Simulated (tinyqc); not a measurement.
CMOS latch-up, two-transistor model: effect of the temperature.

A parasitic pnp (emitter at Vdd, base shunted by Rw) and npn (emitter at ground, base shunted by Rs) feed each other: the npn collector current flows out of the pnp base node, the pnp collector current into the npn base node. Forward-active transistors with constant gains: Icn = Isn exp(Vn/Vt), Icp = Isp (exp(Vp/Vt) - 1). A current Ii is injected into the npn base node.

Isn, Isp and Von are given at 300 K; the currents scale as T^3 exp(-1.12 V/Vt), Von falls by 1.5 mV/K, gains and resistances are fixed. Node equations: Vp/Rw + Icp/bp = Icn and Vn/Rs + Icn/bn = Icp + Ii. Loop gain G = gn gp/[(1/Rw + gp/bp)(1/Rs + gn/bn)], gn = Icn/Vt, gp = (Icp + Isp)/Vt; the off state ends where G = 1, and Ii there is the trigger current. On state with both base-emitter voltages at Von: npn base current Ib = (Von/Rs + bp Von/Rw)/(bn bp - 1), holding current Ih = (bn + 1) Ib + Von/Rs, holding voltage Vh = Vsat + Von + R2 (Ib + Von/Rs).

Parameters, values chosen for the exercise; values close to those of bulk CMOS: current gain of the npn bn = 1.8; current gain of the pnp bp = 2.6; saturation current of the npn at the reference temperature Isn = 1.5e-15 A; saturation current of the pnp at the reference temperature Isp = 1.3e-15 A; substrate resistance shunting the npn Rs = 57 ohm; well resistance shunting the pnp Rw = 1400 ohm; resistance from the pnp collector to the npn base R2 = 450 ohm; base-emitter voltage in the on state Von = 0.75 V; saturation voltage Vsat = 0.17 V; supply voltage Vdd = 1.8 V.

Constants: q = 1.602176634e-19 C, kB = 1.380649e-23 J/K, Vt = kB T/q. Results are converted to the units shown.

Result of one run:

| Vn at trigger (V) | trigger current (mA) | Ih (mA) | Vh (V) |
|---|---|---|---|
| 0.4824 | 8.463 | 18.75 | 6.711 |

Which temperature T gave this result: 233, 323, 383, 413 or 443 K?

T = 413 K.

The whole series:

| T (K) | Vn at trigger (V) | trigger current (mA) | Ih (mA) | Vh (V) |
|---|---|---|---|---|
| 233 | 0.7998 | 14.30 | 27.48 | 9.753 |
| 263 | 0.7490 | 13.38 | 26.02 | 9.246 |
| 293 | 0.6971 | 12.44 | 24.57 | 8.739 |
| 323 | 0.6443 | 11.47 | 23.11 | 8.232 |
| 353 | 0.5906 | 10.49 | 21.66 | 7.725 |
| 383 | 0.5366 | 9.484 | 20.21 | 7.218 |
| 413 | 0.4824 | 8.463 | 18.75 | 6.711 |
| 443 | 0.4282 | 7.428 | 17.30 | 6.204 |

As T goes from 233 to 443 K, the trigger current falls from 14.3 to 7.43 mA, Ih falls from 27.5 to 17.3 mA and Vh falls from 9.75 to 6.20 V. Vh exceeds the supply Vdd = 1.8 V, which then cannot sustain a latched state, in 8 of the 8 rows.

tinyqc, about 0.04 s, one thread, Intel Xeon 2.30GHz (shared host): `OMP_NUM_THREADS=1 python tinyqc.py 2670064 2670065 out.jsonl`
